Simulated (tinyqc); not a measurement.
UHF in the sto-3g basis, for H3, spin multiplicity 2, step by step. One step of it, computed by the program tinyqc.

Question. Iteration 3: building the Fock matrix. J_ij = sum D_kl (ij|kl) with D = D(alpha) + D(beta), K_ij = sum D_kl (ik|jl) for each spin; F = H + J - K(s); E = tr D H + tr D J / 2 - 0.5 sum_s tr D(s) K(s) + E_nn.

D(alpha) after iteration 2:
```
          1H 1s      2H 1s      3H 1s
1H 1s  0.219589   0.242136   0.242136
2H 1s  0.242136   0.775132  -0.241136
3H 1s  0.242136  -0.241136   0.775132
```

D(beta) after iteration 2:
```
          1H 1s     2H 1s     3H 1s
1H 1s  0.576026  0.234357  0.234357
2H 1s  0.234357  0.095349  0.095349
3H 1s  0.234357  0.095349  0.095349
```

core Hamiltonian H = T + V (hartree):
```
           1H 1s      2H 1s      3H 1s
1H 1s  -1.155418  -0.365707  -0.365707
2H 1s  -0.365707  -0.983820  -0.028431
3H 1s  -0.365707  -0.028431  -0.983820
```

Two-electron integrals (ij|kl) in chemists' order, unique and non-zero (hartree):
```
(11|11) 0.774606   (21|11) 0.130529   (21|21) 0.034002   (22|11) 0.339480
(22|21) 0.130529   (22|22) 0.774606   (31|11) 0.130529   (31|21) 0.021101
(31|22) 0.057690   (31|31) 0.034002   (32|11) 0.008708   (32|21) 0.001782
(32|22) 0.005637   (32|31) 0.001782   (32|32) 0.000118   (33|11) 0.339480
(33|21) 0.057690   (33|22) 0.172813   (33|31) 0.130529   (33|32) 0.005637
(33|33) 0.774606
```

nuclear repulsion = 0.86410387 hartree

Give: Coulomb J; exchange K(alpha); exchange K(beta); F(alpha); F(beta); total energy of this density.

Answer.

Coulomb J (hartree):
```
        1H 1s   2H 1s   3H 1s
1H 1s  1.4536  0.3197  0.3197
2H 1s  0.3197  1.2725  0.0201
3H 1s  0.3197  0.0201  1.2725
```

exchange K(alpha) (hartree):
```
        1H 1s   2H 1s   3H 1s
1H 1s  0.3391  0.2145  0.2145
2H 1s  0.2145  0.6693  0.0005
3H 1s  0.2145  0.0005  0.6693
```

exchange K(beta) (hartree):
```
        1H 1s   2H 1s   3H 1s
1H 1s  0.5791  0.1880  0.1880
2H 1s  0.1880  0.1565  0.0576
3H 1s  0.1880  0.0576  0.1565
```

F(alpha) (hartree):
```
         1H 1s    2H 1s    3H 1s
1H 1s  -0.0409  -0.2606  -0.2606
2H 1s  -0.2606  -0.3806  -0.0088
3H 1s  -0.2606  -0.0088  -0.3806
```

F(beta) (hartree):
```
         1H 1s    2H 1s    3H 1s
1H 1s  -0.2809  -0.2340  -0.2340
2H 1s  -0.2340   0.1322  -0.0659
3H 1s  -0.2340  -0.0659   0.1322
```

total energy of this density = -1.404157 hartree
